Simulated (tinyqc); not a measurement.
Worked calculation: Hubbard ring of 6 sites. Computed by tinyqc, a small Python program that keeps every step. Settings: hopping = 1.18, U = 3.4, mixing = 1, iteration cap = 51. Command: `OMP_NUM_THREADS=1 python tinyqc.py 21980 21981 out.jsonl` (the two numbers bound the seeds that draw the settings). One thread of a shared host (Intel(R) Xeon(R) Processor @ 2.60GHz), about 0.3 s of CPU time with the checks.

one-body matrix (hopping and site energies) (eV), lower triangle:
```
          1         2         3         4         5        6
1   0.67000
2  -1.18000  -0.28000
3   0.00000  -1.18000   0.61000
4   0.00000   0.00000  -1.18000  -0.30000
5   0.00000   0.00000   0.00000  -1.18000  -0.58000
6  -1.18000   0.00000   0.00000   0.00000  -1.18000  0.69000
```

U = 3.40000 eV

electrons, up and down: 5  3

n(up) at the start (a guess, not normalised): 1 0.83300, 2 0.83300, 3 0.83300, 4 0.83300, 5 0.83300, 6 0.83300

n(down) at the start (a guess): 1 0.50000, 2 0.50000, 3 0.50000, 4 0.50000, 5 0.50000, 6 0.50000

Each step fills the lowest levels of T + U n(other spin) and sets n(new) = n + mixing (n(out) - n); stop when output and input agree to 1e-8.

Course of the cycle:
```
iteration     E (eV)  largest |n(out) - n(in)|  mean |n_up - n_down|
1          2.3652530                  1.24e-01               0.33333
2          2.3312170                  7.74e-02               0.33333
3          2.3195908                  6.90e-02               0.33333
4          2.3141996                  4.16e-02               0.33333
5          2.3114488                  3.72e-02               0.33333
6          2.3099770                  2.21e-02               0.33333
7          2.3091824                  1.98e-02               0.33333
8          2.3087551                  1.16e-02               0.33333
9          2.3085249                  1.04e-02               0.33333
10         2.3084016                  6.08e-03               0.33333
11         2.3083356                  5.48e-03               0.33333
...              ...                       ...                   ...
41         2.3082599                  4.55e-07               0.33333
42         2.3082599                  2.65e-07               0.33333
43         2.3082599                  2.44e-07               0.33333
44         2.3082599                  1.43e-07               0.33333
45         2.3082599                  1.31e-07               0.33333
46         2.3082599                  7.66e-08               0.33333
47         2.3082599                  7.05e-08               0.33333
48         2.3082599                  4.11e-08               0.33333
49         2.3082599                  3.78e-08               0.33333
50         2.3082599                  2.21e-08               0.33333
51         2.3082599                  2.03e-08               0.33333
```

Can the last value be used, and what does the course show?

Not by the stop rule, although the second column moves by less than 1e-07 over the last three steps. Not converged within 51 iterations: the residual falls steadily but slowly, by a factor of about 0.75 a step. The lowest mean-field energy found from random starts is 2.30826 eV. Reruns (cap 100 unless said): mixing 0.2: not converged; mixing 0.5: converged in 98 (E = 2.30826); mixing 0.9: converged in 52 (E = 2.30826); the original settings with a cap of 400: converged in 54 (E = 2.30826).
